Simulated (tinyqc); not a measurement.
From results back to parameters: ellipsoidal valleys in the axes of a wafer and a channel. Four cases, with inputs chosen for the exercise.

Problem. A valley whose axis makes az^2 = 0.500000 with the surface normal has 1/mz = az^2/ml + (1 - az^2)/mt and mz md^2 = ml mt^2. Its confinement and density-of-states masses are given, and ml > mt.

Find: ml mt^2; mt; ml.

Method. Put ml = (mz md^2)/mt^2 into the first relation and solve for mt below (mz md^2)^(1/3), the value at which ml = mt; a scan of that range finds one root.

Case 1.

mz, md (m0): 0.3340170  0.3570140

Solution.

ml mt^2 = 0.042573
mt = 0.197 m0
ml = 1.097 m0

Case 2.

mz, md (m0): 0.3229956  0.3326597

Solution.

ml mt^2 = 0.035743
mt = 0.195 m0
ml = 0.940 m0

Case 3.

mz, md (m0): 0.3166069  0.3240741

Solution.

ml mt^2 = 0.033251
mt = 0.192 m0
ml = 0.902 m0

Case 4.

mz, md (m0): 0.3166667  0.3290897

Solution.

ml mt^2 = 0.034295
mt = 0.190 m0
ml = 0.950 m0

Computed by tinyqc, one run a case: `OMP_NUM_THREADS=1 python tinyqc.py N N+1 out.jsonl` with N = 1850562, 1850584, 1850615, 1850787; one thread of a shared Intel(R) Xeon(R) Processor @ 2.30GHz, about 0.01 s a run at most.
